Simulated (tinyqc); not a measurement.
Global model of a low-pressure process discharge: electron temperature, density, ion flux and ion energy: one step, computed by the program tinyqc.

Maxwellian electrons with temperature T_e in eV, one positive ion, no negative ions, uniform bulk density n; rate constants have the Arrhenius form.

Question. Energy per pair and density. E_c = E_iz + (X0 exp(-E_ex/T_e) E_ex + K_el (3 m_0/M) T_e)/K_iz; wall potential V_s = (T_e/2) ln(M/(2 pi m_0)); E_T = E_c + 2 T_e + T_e/2 + V_s; n = P/(e u_B A_eff E_T); ion current density J = e h_L n u_B; ionised share n/n_g.

Inputs (values chosen for the exercise, of the order of those of an inductive discharge in a simple atomic gas): ion mass M = 40 u; ionisation energy E_iz = 16.3 eV; excitation prefactor X0 = 6.3e-15 m^3/s; excitation energy E_ex = 10.2 eV; elastic rate constant K_el = 1.8e-13 m^3/s; gas temperature T_g = 400 K; absorbed power P = 150 W.

T_e = 5.872353 eV

K_iz = 1.619922e-15 m^3/s

Bohm velocity u_B = 3763.628 m/s

A_eff = 1010.462 cm^2

h_L = 0.4221241

gas density n_g = 3.078262e+19 1/m^3

Constants: m_0 = 9.1093837015e-31 kg; u = 1.6605390666e-27 kg; e = 1.602176634e-19 C.

Give: collisional loss per pair E_c; wall potential V_s; E_T; plasma density n; ion current density J; ionised share.

Answer.

collisional loss per pair E_c = 23.311 eV

wall potential V_s = 27.480 V

E_T = 65.472 eV

plasma density n = 3.7601e+10 1/cm^3

ion current density J = 0.95710 mA/cm^2

ionised share = 0.0012215

Collisions take 36 % of the power and the walls the rest. T_e came from the particle balance alone; the power sets only n.
